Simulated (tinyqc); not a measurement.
Inside a calculation. Method: Hartree-Fock atom on a uniform radial grid, spin-unpolarised, for He. Computed by tinyqc, a small Python program that keeps every step. Settings: Z = 2, points = 192, R = 8.1, functional = hf2, mixing = 0.2, iteration cap = 83. Command: `OMP_NUM_THREADS=1 python tinyqc.py 24157 24158 out.jsonl` (the two numbers bound the seeds that draw the settings). One thread of a shared host (Intel(R) Xeon(R) Processor @ 2.60GHz), about 0.4 s of CPU time with the checks. Later iterations appear only in the table of the cycle.

## Iteration 1

Spherical atom on a uniform radial grid r_j = j h with h = R/(N + 1), h sum u^2 = 1 and integrals as h times sums, u(0) = u(R) = 0 (atomic units):
```
parameter           value
Z                       2
points N              192
R                8.100000
h                0.041969
mixing           0.200000
electrons in 1s         2
```

Three-point differences turn -u''/2 + [l(l+1)/2r^2 - Z/r + V] u = e u into a tridiagonal matrix (diagonal 1/h^2 + potential, off-diagonal -1/2h^2). D = sum f u^2; the Hartree potential y/r solves y'' = -D/r with y(0) = 0, y(R) = N_e; for two electrons in one orbital exchange is -V_H/2 (Hartree-Fock); E = sum f e - int D V + int D (V_H/2 + eps_xc); V(new) = V + mixing (V_H + v_xc - V).

eigenvalues (hartree): [-1.9965]

Every 12th grid point:
```
r         V in     u(1s)         D     V_H     v_xc
0.5036  0.0000    1.0399    2.1628  2.9073  -1.4537
1.0073  0.0000    0.7605    1.1567  1.8788  -0.9394
1.5109  0.0000    0.4171    0.3480  1.3110  -0.6555
2.0145  0.0000    0.2034    0.0827  0.9912  -0.4956
2.5181  0.0000    0.0929    0.0173  0.7940  -0.3970
3.0218  0.0000    0.0408    0.0033  0.6618  -0.3309
3.5254  0.0000    0.0174    0.0006  0.5673  -0.2837
4.0290  0.0000    0.0073  1.06e-04  0.4964  -0.2482
4.5326  0.0000    0.0030  1.79e-05  0.4412  -0.2206
5.0363  0.0000    0.0012  2.95e-06  0.3971  -0.1986
5.5399  0.0000  4.89e-04  4.78e-07  0.3610  -0.1805
6.0435  0.0000  1.95e-04  7.59e-08  0.3309  -0.1655
6.5472  0.0000  7.70e-05  1.19e-08  0.3055  -0.1527
7.0508  0.0000  2.98e-05  1.78e-09  0.2837  -0.1418
7.5544  0.0000  1.04e-05  2.15e-10  0.2647  -0.1324
8.0580  0.0000  6.75e-07         0  0.2482  -0.1241
```

total energy = -2.743861 hartree

## Iteration 2

As before.

eigenvalues (hartree): [-1.7490]

Every 12th grid point:
```
r         V in     u(1s)         D     V_H     v_xc
0.5036  0.2907    1.0177    2.0716  2.8451  -1.4225
1.0073  0.1879    0.7710    1.1889  1.8625  -0.9313
1.5109  0.1311    0.4429    0.3924  1.3076  -0.6538
2.0145  0.0991    0.2274    0.1034  0.9905  -0.4953
2.5181  0.0794    0.1098    0.0241  0.7939  -0.3970
3.0218  0.0662    0.0510    0.0052  0.6618  -0.3309
3.5254  0.0567    0.0231    0.0011  0.5673  -0.2837
4.0290  0.0496    0.0102  2.09e-04  0.4964  -0.2482
4.5326  0.0441    0.0045  3.98e-05  0.4412  -0.2206
5.0363  0.0397    0.0019  7.41e-06  0.3971  -0.1986
5.5399  0.0361    0.0008  1.35e-06  0.3610  -0.1805
6.0435  0.0331  3.48e-04  2.43e-07  0.3309  -0.1655
6.5472  0.0305  1.46e-04  4.27e-08  0.3055  -0.1527
7.0508  0.0284  5.99e-05  7.17e-09  0.2837  -0.1418
7.5544  0.0265  2.18e-05  9.50e-10  0.2647  -0.1324
8.0580  0.0248  1.45e-06         0  0.2482  -0.1241
```

total energy = -2.785463 hartree

## Convergence

Stop when input and output potentials agree to 1e-7.

Course of the cycle (hartree):
```
iteration          E    e(1s)  largest |V(out) - V(in)|
1          -2.743861  -1.9965                  1.99e+00
2          -2.785463  -1.7490                  1.53e+00
3          -2.812448  -1.5590                  1.17e+00
4          -2.829548  -1.4129                  8.93e-01
5          -2.840153  -1.3006                  6.80e-01
6          -2.846604  -1.2140                  5.16e-01
7          -2.850463  -1.1471                  3.92e-01
8          -2.852738  -1.0955                  2.97e-01
9          -2.854063  -1.0556                  2.25e-01
10         -2.854828  -1.0246                  1.71e-01
11         -2.855265  -1.0006                  1.29e-01
...              ...      ...                       ...
61         -2.855838  -0.9157                  8.61e-07
62         -2.855838  -0.9157                  6.87e-07
63         -2.855838  -0.9157                  5.48e-07
64         -2.855838  -0.9157                  4.37e-07
65         -2.855838  -0.9157                  3.49e-07
66         -2.855838  -0.9157                  2.79e-07
67         -2.855838  -0.9157                  2.22e-07
68         -2.855838  -0.9157                  1.77e-07
69         -2.855838  -0.9157                  1.42e-07
70         -2.855838  -0.9157                  1.13e-07
71         -2.855838  -0.9157                  9.02e-08
```

Converged in 71 iterations. A uniform grid resolves the cusp poorly: for a bare nucleus this grid gives 1s at -1.99649 against -Z^2/2 = -2 hartree. Before convergence this energy mixes input and output and is not variational, so it may rise towards its limit.
